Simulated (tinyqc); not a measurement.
MOSFET in the linear regime without short-channel effects, parameter extraction from computed curves: one step of the calculation.

Inversion charge Q = Cox n Vt W0(exp((Vg - VT)/(n Vt))), W0 the Lambert function and n = nf; u = Q/Cox; mobility mu = mu0/(1 + th1 u + th2 u^2); channel resistance Rch = (L - dL)/(W mu Q); Id = Vd/(Rch + Rsd/W). Cox = eps0 eox/tox. Small Vd, no channel-length or drain effects.

Problem. The Y function. Y_i = Id_i/sqrt(gm_i). For Id = beta Vd x/(1 + th x), x = Vg - VT, Y = sqrt(beta Vd) x whatever th. Slope s from points 7 and 10; VT_Y = Vg - Y/s at point 10; beta = s^2/Vd; mobility beta L/(W Cox) with the drawn L; th* = (beta Vd x/Id - 1)/x at point 10.

Parameters, values chosen for the exercise; channel values of the order met in silicon transistors: relative permittivity of the gate insulator (close to silicon dioxide) eox = 3.9; insulator thickness tox = 3.5 nm; low-field mobility mu0 = 180 cm^2/(V s); second mobility attenuation factor th2 = 0 1/V^2; gate width W = 10 um; drawn gate length L = 0.38 um; drawn less effective length dL = 0.005 um; drain voltage Vd = 0.05 V.

Constants: eps0 = 8.8541878128e-14 F/cm where lengths are in cm. Results are converted to the units shown.

| point | Vg (V) | Id (uA) |
|---|---|---|
| 0 | 0.12 | 0.049842152 |
| 1 | 0.24 | 0.68253563 |
| 2 | 0.36 | 5.9445632 |
| 3 | 0.48 | 20.240647 |
| 4 | 0.6 | 38.837680 |
| 5 | 0.72 | 58.058533 |
| 6 | 0.84 | 76.644422 |
| 7 | 0.96 | 94.195158 |
| 8 | 1.08 | 110.61109 |
| 9 | 1.2 | 125.90757 |
| 10 | 1.32 | 140.14505 |
| 11 | 1.44 | 153.39995 |

| point | gm (uS) |
|---|---|
| 1 | 24.561338 |
| 2 | 81.492132 |
| 3 | 137.05465 |
| 4 | 157.57452 |
| 5 | 157.52809 |
| 6 | 150.56927 |
| 7 | 141.52777 |
| 8 | 132.13505 |
| 9 | 123.05819 |
| 10 | 114.55158 |

Wanted: Y; s; VT_Y; beta; mobility from Y; th*.

Solution.

| point | Y (uA^0.5 V^0.5) |
|---|---|
| 1 | 0.1377 |
| 2 | 0.6585 |
| 3 | 1.729 |
| 4 | 3.094 |
| 5 | 4.626 |
| 6 | 6.246 |
| 7 | 7.918 |
| 8 | 9.623 |
| 9 | 11.35 |
| 10 | 13.09 |

s = 14.38 uA^0.5 V^-0.5
VT_Y = 0.4093 V
beta = 4135 uA/V^2
mobility from Y = 159.3 cm^2/(V s)
th* = 0.3771 1/V

The mobility from Y is 13 % below mu0 L/(L - dL) = 182 cm^2/(V s), which it should reach in deep inversion when th2 = 0.

tinyqc, about 0.01 s, one thread, Intel Xeon 2.30GHz (shared host): `OMP_NUM_THREADS=1 python tinyqc.py 2210057 2210058 out.jsonl`
